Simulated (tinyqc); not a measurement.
Comparisons within one model: quantum well in an electric field by finite differences. A value that a table varies takes the place of the one given here.

Finite differences on points z_i at the centres of cells of width h: H_ii = (c/h^2)(1/m_(i-1/2) + 1/m_(i+1/2)) + V_i, H_(i,i+1) = -(c/h^2)/m_(i+1/2), where m_(i+1/2) is the mean of the masses at the two points (the end values are repeated outwards), psi = 0 on the points beyond both ends, c = hbar^2/2m0. The field adds e F (z - z0) with z0 the middle of the structure; 1 kV/cm = 1e-5 eV/angstrom.

Constants: hbar^2/2m0 = 3.80998211 eV angstrom^2.

Inputs chosen for the exercise (near those of a GaAs well in AlGaAs; shifted at random, so the results belong to these values and not to a real crystal): layers = ((63, 0.243, 0.0919), (84, 0, 0.0661), (63, 0.243, 0.0919)) (each layer: thickness in angstrom, band edge in eV, mass in m0); hf = 1.3125 angstrom (cell width of the fine grid); Fs = (0, 11.7, 23.3, 35, 46.7, 58.3, 70) kV/cm (fields); F = 34 kV/cm (field along z); Lw = 84 angstrom (well width); Lb = 63 angstrom (each outer barrier); V0 = 0.243 eV (barrier height); mw = 0.0661 m0 (mass in the well); mb = 0.0919 m0 (mass in the barriers).

## Stark shift

Fine grid. Perturbation theory: dE1 = e F z_11 - beta (e F)^2 with beta = sum_j z_1j^2/(E_j - E_1) over the 13 next levels at zero field, z from z0.

Levels against field:

| F (kV/cm) | E1 (eV) | E2 (eV) | dE1 (meV) | second order (meV) | <z - z0> (angstrom) | E2 - E1 (meV) |
|---|---|---|---|---|---|---|
| 0 | 0.0391 | 0.1517 | 0.00 | 0.00 | 0.0 | 112.6 |
| 11.7 | 0.0390 | 0.1516 | -0.06 | -0.06 | -1.0 | 112.6 |
| 23.3 | 0.0389 | 0.1516 | -0.24 | -0.24 | -2.1 | 112.7 |
| 35.0 | 0.0386 | 0.1515 | -0.54 | -0.54 | -3.1 | 113.0 |
| 46.7 | 0.0381 | 0.1514 | -0.96 | -0.96 | -4.1 | 113.3 |
| 58.3 | 0.0376 | 0.1513 | -1.49 | -1.50 | -5.1 | 113.7 |
| 70.0 | 0.0369 | 0.1511 | -2.15 | -2.16 | -6.1 | 114.1 |

z_11 = 0.00 angstrom
beta = 4416 angstrom^2/eV

At zero field the state is centred, so the shift starts as F^2; it turns linear only if the state is pulled to one side. At 70 kV/cm E1 has moved by -2.15 meV, where second order gives -2.16 meV; they differ by 0.6 % there. The electron moves by -6.1 angstrom, against the rise of the potential. E2 - E1 grows with the field; the ends are 112.6 and 114.1 meV.

## Order of mass and momentum

Fine grid. Hermitian kinetic operators m^a p m^b p m^a with 2a + b = -1: H_ii = (c/h^2) m_i^(2a) (m_(i-1/2)^b + m_(i+1/2)^b) + V_i, H_(i,i+1) = -(c/h^2) m_i^a m_(i+1)^a m_(i+1/2)^b; BenDaniel-Duke is a = 0. The halved form has H_ii = 2c/(h^2 m_i) + V_i and H_(i,i+1) = -(c/2h^2)(1/m_i + 1/m_(i+1)). The shifts are measured against BenDaniel-Duke; the last column repeats E1 with cells of hf/4.

Levels (eV):

| operator | E1 | E2 | E1 - E1(BDD) (meV) | E1 at hf/4 |
|---|---|---|---|---|
| BenDaniel-Duke | 0.0386 | 0.1515 | 0.0 | 0.0386 |
| (1/m) p^2 + p^2 (1/m), halved | 0.0381 | 0.1429 | -0.4 | -0.0091 |
| m^(-1/2) p^2 m^(-1/2) | 0.0453 | 0.1653 | 6.7 | 0.0453 |
| m^(-1/4) p m^(-1/2) p m^(-1/4) | 0.0419 | 0.1584 | 3.3 | 0.0420 |
| one mass, the smallest | 0.0420 | 0.1588 | 3.4 | 0.0420 |

The three forms m^a p m^b p m^a span 6.7 meV in E1, 6 % of E2 - E1; they differ only at the mass steps (largest to smallest mass 1.39), where m^a psi is the continuous quantity. Dropping the mass step altogether moves E1 by +3.4 meV. Refining the grid moves the halved form by -47.2 meV, against at most 0.03 meV for the other three: at an abrupt step it has no limit as the grid is refined.

## What each parameter does

Three layers: barrier, well, barrier; fine grid. The Stark shift is E1(F) - E1(0). Each row changes one parameter from the base and keeps the others.

Results:

| case | E1 (eV) | E2 - E1 (meV) | Stark shift (meV) | <z - z0> (angstrom) |
|---|---|---|---|---|
| base | 0.0386 | 113.0 | -0.51 | -2.99 |
| Lw = 63 angstrom | 0.0568 | 153.7 | -0.27 | -1.58 |
| Lb = 84 angstrom | 0.0386 | 112.7 | -0.51 | -3.00 |
| V0 = 0.194 eV | 0.0358 | 103.4 | -0.61 | -3.57 |
| mw = 0.076 m0 | 0.0362 | 104.9 | -0.52 | -3.04 |
| mb = 0.1103 m0 | 0.0367 | 111.0 | -0.52 | -3.07 |
| F = 17 kV/cm | 0.0390 | 112.7 | -0.13 | -1.50 |

The largest shifts from the base row, up to three for each result and ties (the steps differ in size, so this ranks the rows, not the parameters). E1 (eV): Lw +0.0183, V0 -0.0028, mw -0.0024; unchanged at the printed digits by Lb. E2 - E1 (meV): Lw +40.7, V0 -9.6, mw -8.0. Stark shift (meV): F +0.38, Lw +0.24, V0 -0.10; unchanged at the printed digits by Lb. <z - z0> (angstrom): F +1.49, Lw +1.42, V0 -0.57.

Computed by tinyqc, a small Python program: `OMP_NUM_THREADS=1 python tinyqc.py 1281470 1281471 out.jsonl` (the numbers bound the seed that draws the inputs); one thread of a shared host (Intel(R) Xeon(R) Processor @ 2.30GHz), about 0.03 s for the whole set of steps.
